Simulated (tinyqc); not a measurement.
From results back to parameters: nanosheet or nanowire with hard walls, valleys of the Si type. Five cases, with inputs chosen for the exercise.

Problem. In a hard-walled rectangle E(n, l) = c pi^2 (n^2/(m_y W^2) + l^2/(m_z H^2)), c = hbar^2/2m0. Two levels were computed from hidden W and H.

Constants: hbar^2/2m0 = 3.80998211 eV angstrom^2.

Find: width term; height term; W; H.

Method. The difference of the two levels is three times the width term; the rest of E(1, 1) is the height term.

Case 1.

Values chosen (out of a larger set: near those of Si; not measured data): m_y = 0.192 m0 (mass across the width); m_z = 0.93 m0 (mass along the height).

E(1, 1) = 0.033451 eV
E(2, 1) = 0.092206 eV

Solution.

width term = 19.58 meV
height term = 13.87 meV
W = 100.0 angstrom
H = 54.0 angstrom

Case 2.

Values chosen (out of a larger set: near those of Si; not measured data): m_y = 0.188 m0 (mass across the width); m_z = 0.903 m0 (mass along the height).

E(1, 1) = 0.175657 eV
E(2, 1) = 0.665492 eV

Solution.

width term = 163.28 meV
height term = 12.38 meV
W = 35.0 angstrom
H = 58.0 angstrom

Case 3.

Values chosen (out of a larger set: near those of Si; not measured data): m_y = 0.192 m0 (mass across the width); m_z = 0.922 m0 (mass along the height).

E(1, 1) = 0.064007 eV
E(2, 1) = 0.136544 eV

Solution.

width term = 24.18 meV
height term = 39.83 meV
W = 90.0 angstrom
H = 32.0 angstrom

Case 4.

Values chosen (out of a larger set: near those of Si; not measured data): m_y = 0.19 m0 (mass across the width); m_z = 0.927 m0 (mass along the height).

E(1, 1) = 0.026435 eV
E(2, 1) = 0.042882 eV

Solution.

width term = 5.48 meV
height term = 20.95 meV
W = 190.0 angstrom
H = 44.0 angstrom

Case 5.

Values chosen (out of a larger set: near those of Si; not measured data): m_y = 0.191 m0 (mass across the width); m_z = 0.917 m0 (mass along the height).

E(1, 1) = 0.013912 eV
E(2, 1) = 0.034349 eV

Solution.

width term = 6.81 meV
height term = 7.10 meV
W = 170.0 angstrom
H = 76.0 angstrom

Computed by tinyqc, one run a case: `OMP_NUM_THREADS=1 python tinyqc.py N N+1 out.jsonl` with N = 1282316, 1282416, 1282442, 1282449, 1282467; one thread of a shared Intel(R) Xeon(R) Processor @ 2.30GHz, about 0.06 s a run at most.
